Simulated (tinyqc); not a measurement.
Inside a calculation. Method: plane-wave Kohn-Sham cycle with exchange-only LDA in a layered model solid. Computed by tinyqc, a small Python program that keeps every step. Settings: points = 16, plane-wave index or count = 3, electrons = 2, k points = 1, area = 15.0, mixing = 0.1, iteration cap = 63. Command: `OMP_NUM_THREADS=1 python tinyqc.py 22155 22156 out.jsonl` (the two numbers bound the seeds that draw the settings). One thread of a shared host (Intel(R) Xeon(R) Processor @ 2.60GHz), about 0.01 s of CPU time with the checks.

A solid whose potential varies along x alone (atomic units):
```
parameter                      value
period a                   12.800000
cross-section of the cell  15.000000
electrons per cell                 2
grid points                       16
plane waves -n..n, n               3
k points                           1
V1 in V1 cos(2 pi x/a)     -0.330000
```

Stop when sqrt(dV sum R^2) is below 1e-8, dV = a A/N.

Course of the cycle:
```
iteration  E (hartree)  norm of the residual
1           -0.7168497              1.80e-01
2           -0.6051599              1.50e-01
3           -0.5249967              1.19e-01
4           -0.4724008              8.92e-02
5           -0.4428836              5.99e-02
6           -0.4301088              3.57e-02
7           -0.4261795              2.18e-02
8           -0.4252382              1.66e-02
9           -0.4249717              1.45e-02
10          -0.4248401              1.28e-02
11          -0.4247488              1.13e-02
...                ...                   ...
53          -0.4244505              4.69e-05
54          -0.4244505              4.12e-05
55          -0.4244504              3.62e-05
56          -0.4244504              3.17e-05
57          -0.4244504              2.79e-05
58          -0.4244504              2.45e-05
59          -0.4244504              2.15e-05
60          -0.4244504              1.89e-05
61          -0.4244504              1.66e-05
62          -0.4244504              1.46e-05
63          -0.4244504              1.28e-05
```

Can the last value be used, and what does the course show?

Not by the stop rule, although the second column moves by less than 1e-07 over the last three steps. Not converged within 63 iterations: the residual falls steadily but slowly, by a factor of about 0.88 a step. Reruns (cap 100 unless said): mixing 0.5, Kerker q0 1.0: converged in 53 (E = -0.42445); mixing 0.3, Pulay depth 5: converged in 20 (E = -0.42445); the original settings with a cap of 400: converged in 122 (E = -0.42445).
